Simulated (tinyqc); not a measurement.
Liquidus of a compound AB in a simple-solution melt, liquid-phase epitaxy and vapour pressures: one step, computed by the program tinyqc. Command: `OMP_NUM_THREADS=1 python tinyqc.py 3023279 3023280 out.jsonl liq35 walk`. One thread of a shared host (Intel(R) Xeon(R) Processor @ 2.30GHz), about 0.03 s of CPU time with the checks.

x is the atom fraction of B in the melt. The melt is a simple solution: R T ln gamma_B = W (1 - x)^2, R T ln gamma_A = W x^2, W = a + b T. The solid AB is stoichiometric.

Problem. Layer thickness. Semi-infinite melt (Hsieh): step d = 2 dT sqrt(D t/pi)/(C_S m); ramp d = (4/3) c sqrt(D/pi) t^(3/2)/(C_S m); supercooling is their sum. A melt of depth w can give at most w (undercooling)/(C_S m).

Inputs (values chosen for the exercise, for a model compound): saturation temperature T = 908 K; step dT = 10 K; cooling rate c = 0.19 K/min; growth time t = 7.6 min; diffusivity in the melt D = 6.1e-05 cm^2/s; melt depth w = 4.5 mm.

Growth programme: step cooling.

C_S = 2.214232e+22 1/cm^3

slope m = 3.543241e-19 K cm^3

Give: thickness d; largest thickness from this melt; sqrt(D t)/w.

Solution.

thickness d = 2.399 micrometre

largest thickness from this melt = 5.736 micrometre

sqrt(D t)/w = 0.3706

The layer uses 42 % of what the melt could give.
